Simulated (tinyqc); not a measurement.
# Fermi velocity from one capacitance

Problem. At zero temperature and without traps graphene has Cq = 2 q^3 phi/(pi hbar^2 vF^2), charge Cq phi/2, 1/C_G = 1/Cox + 1/Cq and Vg = phi + Cq phi/(2 Cox). Find Cq, phi, vF and n.

Constants: q = 1.602176634e-19 C, hbar = 1.054571817e-34 J s. Results are converted to the units shown.

Vg = 0.73978541 V
C_G = 0.53658390 uF/cm^2
Cox = 0.61663094 uF/cm^2

Answer. The series relation gives Cq, the voltage relation phi = Vg/(1 + Cq/(2 Cox)), and the formula for Cq then vF.

Cq = 4.13 uF/cm^2
phi = 0.170 V
vF = 9.84e5 m/s
n = 2.19e12 cm^-2

tinyqc, about 0.01 s, one thread, Intel Xeon 2.30GHz (shared host): `OMP_NUM_THREADS=1 python tinyqc.py 2200140 2200141 out.jsonl`
